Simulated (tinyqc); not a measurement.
Gate-all-around wire, scale length and short-channel effects: one step of the calculation.

A round wire of diameter ts in an insulator shell of thickness ti under a surrounding gate. Below threshold the potential that source and drain add obeys Laplace's equation and vanishes on the gate. Its lowest mode decays along the channel as exp(-k y); k is the smallest positive root of the matching condition at the interface, and the scale length is Lambda = pi/k.

Task. Scan of the matching condition. f(k) = ei J0(u)[J1(u) Y0(v) - Y1(u) J0(v)] - eps_r J1(u)[J0(u) Y0(v) - Y0(u) J0(v)], u = k ts/2, v = u + k ti.

Inputs (values chosen for the exercise); permittivities: semiconductor close to that of silicon, insulator close to that of hafnium oxide: relative permittivity of the semiconductor eps_r = 11.7; relative permittivity of the insulator ei = 23; insulator thickness ti = 11 nm; wire diameter ts = 9.2 nm.

```
point,k (1/nm)
0,0.02625
1,0.0525
2,0.07875
3,0.105
4,0.13125
5,0.1575
6,0.18375
7,0.21
```

Find: f(k).

Result.

```
point,f(k)
0,116.8
1,51.9
2,27.9
3,14.8
4,6.5
5,1.1
6,-2.2
7,-4.0
```

The first change of sign lies between k = 0.1575 and 0.18375 1/nm.

tinyqc, about 0.01 s, one thread, Intel Xeon 2.30GHz (shared host): `OMP_NUM_THREADS=1 python tinyqc.py 2420037 2420038 out.jsonl`
